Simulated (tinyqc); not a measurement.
The integration grid: Kohn-Sham R2SCAN on finer and finer grids in the sto-3g basis, for H2+, spin multiplicity 2. Computed by the program tinyqc with PySCF. 

Geometry (angstrom):
```
atom,x,y,z
H,0.0000,0.0000,0.0000
H,0.0000,0.0000,0.9980
```

Self-consistent on each grid; the net force on the molecule should vanish.

Kohn-Sham energy on Becke grids (radial x angular points per atom):
```
grid,points,residual of the electron count,E (hartree),E - finest (mhartree),largest net force without grid terms (hartree/bohr)
10 x 14,276,8.12e-03,-0.591393,-2.047355,5.55e-17
15 x 26,774,1.39e-03,-0.590482,-1.136710,8.33e-17
20 x 50,1992,1.02e-04,-0.589377,-0.031100,5.55e-17
30 x 86,5148,2.96e-05,-0.589354,-0.008980,5.55e-17
50 x 194,19380,-5.20e-08,-0.589345,0.000000,1.92e-17
75 x 302,45270,7.23e-10,-0.589345,0.000000,6.67e-17
120 x 590,141416,-4.16e-12,-0.589345,0.000000,5.18e-17
```

The energy is within 0.1 mhartree of the finest grid first at 20 x 50. The error has one sign here, though quadrature is not variational. The net force vanishes by symmetry here, so only the electron count signals a poor grid.
